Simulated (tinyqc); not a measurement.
Thin-film transistor with exponential tail and deep states, accumulation layer: effect of the gate capacitance.

An undoped film in accumulation, thicker than the space-charge layer. With band bending psi the Fermi level lies E0 - psi below the band edge. Free electrons n = n0 exp(psi/Vt) carry the current; electrons in two exponential distributions of traps, a = a0 exp(psi/Va) and d = d0 exp(psi/Vp), do not. Linear regime, ohmic contacts, traps in equilibrium.

Va = kB Tt/q, Vp = kB Td/q; n0 = Nc exp(-E0/Vt), a0 = Nt th(T/Tt) exp(-E0/Va), d0 = Nd th(T/Td) exp(-E0/Vp), th(x) = pi x/sin(pi x). G(psi) = sum over the three kinds of c0 [V (exp(psi/V) - 1) - psi], field F = sqrt(2 q G/(eps0 eps_r)); Vg = psi + eps0 eps_r F/Ci at the surface. Total charge Q = Ci (Vg - psi_s); free charge Qf = q times the integral of n0 (exp(psi/Vt) - 1)/F over psi from 0 to psi_s; I = (W/L) mb Qf Vd; effective mobility mb Qf/Q.

Parameters, values chosen for the exercise; values close to those of amorphous silicon: temperature T = 250 K; relative permittivity of the semiconductor eps_r = 11.8; density of extended states Nc = 4.8e19 cm^-3; band mobility mb = 10 cm^2/(V s); total density of tail states Nt = 6e19 cm^-3; characteristic temperature of the tail Tt = 320 K; total density of deep states Nd = 7.4e17 cm^-3; characteristic temperature of the deep states Td = 1040 K; bulk Fermi level below the band edge E0 = 0.46 eV; ratio W/L WL = 20; drain voltage Vd = 0.2 V; gate voltage above flat band Vg = 17 V.

Constants: q = 1.602176634e-19 C, kB = 1.380649e-23 J/K, Vt = kB T/q, eps0 = 8.8541878128e-14 F/cm where lengths are in cm. Results are converted to the units shown.

Results:
```
Ci (nF/cm^2)	E0 - psi_s (eV)	Q (nC/cm^2)	free share (%)	effective mobility (cm^2/(V s))	I (nA)
4	0.1910	66.92	0.7142	0.07142	19.12
9.9	0.1275	165.0	2.482	0.2482	163.8
15	0.1024	249.6	3.603	0.3603	359.8
24	0.07547	398.8	5.103	0.5103	814.0
38	0.04996	630.4	6.839	0.6839	1725
60	0.02511	993.9	8.877	0.8877	3529
```

Estimate the missing row, Ci = 6.3 nF/cm^2.

Computed row:
```
Ci (nF/cm^2)	E0 - psi_s (eV)	Q (nC/cm^2)	free share (%)	effective mobility (cm^2/(V s))	I (nA)
6.3	0.1570	105.2	1.474	0.1474	62.02
```

With this row back in the table: As Ci goes from 4 to 60 nF/cm^2, the free share rises from 0.714 to 8.88 %, the distance of the Fermi level from the edge falls from 0.191 to 0.0251 eV and the current rises from 19.1 to 3530 nA. At Ci = 60 nF/cm^2 the surface Fermi level is within 2 Vt of the band edge, where the exponential forms fail. In every row the th form, which assumes a Fermi level far below the edge, overcounts the filled tail at the surface by more than 15 %.

tinyqc, about 0.01 s, one thread, Intel Xeon 2.30GHz (shared host): `OMP_NUM_THREADS=1 python tinyqc.py 2610032 2610033 out.jsonl`
